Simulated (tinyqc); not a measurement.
Bloch-Grueneisen resistivity of a metal. Inputs raised by 2 %, one at a time. Computed by tinyqc, a small Python program. Command: `OMP_NUM_THREADS=1 python tinyqc.py 3015069 3015070 out.jsonl bg sens`. One thread of a shared host (Intel(R) Xeon(R) Processor @ 2.30GHz), about 0.01 s of CPU time with the checks.

Electrons scatter from a Debye spectrum of phonons (n = 5 for scattering within one band, n = 3 for scattering into a second, heavy band) and from static defects.

Inputs (values chosen for the exercise, modelled on aluminium):
```
quantity                      value         unit
exponent n                        5            -
Debye temperature Theta         412            K
transport coupling lambda_tr   0.36            -
Drude plasma energy hbar w_p     12           eV
residual resistivity rho_0     0.35  microohm cm
temperature T                   120            K
```

Addition: none.

Constants: k_B = 1.380649e-23 J/K; hbar = 1.054571817e-34 J s; eps_0 = 8.8541878128e-12 F/m; hbar = 6.582119569e-16 eV s; k_B = 8.617333262e-05 eV/K.

Method:
- rho_ph = (n - 1) rho_1 (T/Theta)^n J_n(Theta/T), with rho_1 = 2 pi lambda_tr k_B Theta/(hbar eps_0 w_p^2), the high-temperature line at T = Theta.
- J_n(y) = int_0^y x^n e^x/(e^x - 1)^2 dx, by 96 Gauss-Legendre points (upper limit at most 60).
- Matthiessen's rule: rho = rho_0 + rho_ph.
- Temperature coefficient (1/rho) d rho/dT by a central difference of +/- 0.5 K; residual ratio rho(295 K)/rho(4.2 K); scattering time tau = 1/(eps_0 w_p^2 rho); Wiedemann-Franz kappa = L_0 T/rho, L_0 = (pi^2/3)(k_B/e)^2.

Runs; columns: (1) input moved; (2) from; (3) to; (4) resistivity rho (microohm cm); (5) temperature coefficient (1e-3/K); (6) phonon resistivity rho_ph (microohm cm); (7) Wiedemann-Franz conductivity (W/(m K)):
```
(1)                                        (2)     (3)     (4)     (5)      (6)     (7)
base run                                     -       -  1.0193  11.315  0.66929  287.61
Debye temperature Theta (K)                412  420.24  1.0051  11.421  0.65506  291.69
transport coupling lambda_tr              0.36  0.3672  1.0327  11.391  0.68267  283.89
Drude plasma energy hbar w_p (eV)           12   12.24  0.9933  11.160  0.64330  295.14
residual resistivity rho_0 (microohm cm)  0.35   0.357  1.0263  11.238  0.66929  285.65
temperature T (K)                          120   122.4  1.0470  11.061  0.69703  285.59
```

Exponents ln(y'/y) / ln(x'/x):
```
input                         resistivity rho  temperature coefficient  phonon resistivity rho_ph  Wiedemann-Franz conductivity
Debye temperature Theta                -0.710                    0.471                     -1.085                         0.710
transport coupling lambda_tr            0.659                    0.341                      1.000                        -0.659
Drude plasma energy hbar w_p           -1.304                   -0.696                     -2.000                         1.304
residual resistivity rho_0              0.346                   -0.346                      0.000                        -0.346
temperature T                           1.356                   -1.145                      2.051                        -0.356
```

Which inputs matter most for each result?

Among the inputs moved here: resistivity rho answers most in size to temperature T (exponent +1.356), next to Drude plasma energy hbar w_p (-1.304). Temperature coefficient answers most in size to temperature T (exponent -1.145), next to Drude plasma energy hbar w_p (-0.696). Phonon resistivity rho_ph answers most in size to temperature T (exponent +2.051), next to Drude plasma energy hbar w_p (-2.000); its exponent is below 0.0005 for residual resistivity rho_0. Its exponent +1.000 in transport coupling lambda_tr: the rate is proportional to the coupling. Its exponent -2.000 in Drude plasma energy hbar w_p: rho = 1/(eps_0 w_p^2 tau). Wiedemann-Franz conductivity answers most in size to Drude plasma energy hbar w_p (exponent +1.304), next to Debye temperature Theta (+0.710).

Caution (all rows): below about Theta/2 small-angle phonon scattering degrades heat flow more than charge flow, so a thermal conductivity taken from rho by the Wiedemann-Franz law would be too high.
